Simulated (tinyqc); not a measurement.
## Series resistance and mobility from two gate lengths

Question. At small Vds the total resistance times width is 2 Rs + L/(mu Q), with the same mu and Q at both lengths. Find mu and Rs.

total resistance at L = 30 and 250 nm (ohm um): [274.56221, 528.01843]
Q = 0.62 uC/cm^2

Answer. The slope against L is 1/(mu Q), and the intercept at L = 0 is 2 Rs.

mu = 1.40e3 cm^2/(V s)
Rs = 120 ohm um

Computed by the program tinyqc: `OMP_NUM_THREADS=1 python tinyqc.py 2380020 2380021 out.jsonl`, one thread of a shared Intel Xeon 2.30GHz, about 0.01 s for the whole run.
